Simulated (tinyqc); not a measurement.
From results back to parameters: defect, radiative and Auger recombination at equal electron and hole densities (ABC model). Three cases, with inputs chosen for the exercise.

Problem. The peak efficiency, the current at the peak and the differential lifetime there, tau_p = 1/(Ae + 2 B n_p + 3 C n_p^2), are given; Ae, B and C are hidden. n_p = sqrt(Ae/C), Q = B/sqrt(Ae C), IQE_max = Q/(Q + 2).

J/(e d) = Ae n + B n^2 + C n^3 with Ae = A + 4 S/w (four side walls, carriers spread evenly), e = 1.602176634e-19 C, lengths in cm; internal efficiency IQE = B n^2/(Ae n + B n^2 + C n^3); all injected carriers recombine in the layer.

Find: Q; Ae; n_p; B; C.

Method. Q = 2 IQE/(1 - IQE). At the peak B n = Q Ae and C n^2 = Ae, so 1/tau_p = Ae (4 + 2Q) and J = e d Ae n_p (2 + Q); B and C follow.

Case 1.

Values chosen (out of a larger set: orders of magnitude like those quoted for Si; not measured data): d = 160000 nm (active thickness).

IQE_max = 0.0108375
J at the peak = 26.9828 A/cm^2
tau_p = 8831.81 ns

Solution.

Q = 0.0219
Ae = 2.80e+04 1/s
n_p = 1.86e+17 1/cm^3
B = 3.3e-15 cm^3/s
C = 8.1e-31 cm^6/s

Case 2.

Values chosen (out of a larger set: orders of magnitude like those quoted for InGaAs; not measured data): d = 50 nm (active thickness).

IQE_max = 0.590434
J at the peak = 16.8341 A/cm^2
tau_p = 10.2391 ns

Solution.

Q = 2.88
Ae = 1.00e+07 1/s
n_p = 4.30e+17 1/cm^3
B = 6.7e-11 cm^3/s
C = 5.4e-29 cm^6/s

Case 3.

Values chosen (out of a larger set: orders of magnitude like those quoted for GaN; not measured data): d = 2.8 nm (active thickness).

IQE_max = 0.393525
J at the peak = 4.91943 A/cm^2
tau_p = 22.9725 ns

Solution.

Q = 1.30
Ae = 6.60e+06 1/s
n_p = 5.04e+18 1/cm^3
B = 1.7e-12 cm^3/s
C = 2.6e-31 cm^6/s

Computed by tinyqc, one run a case: `OMP_NUM_THREADS=1 python tinyqc.py N N+1 out.jsonl` with N = 1680941, 1680947, 1681022; one thread of a shared Intel(R) Xeon(R) Processor @ 2.30GHz, about 0.01 s a run at most.
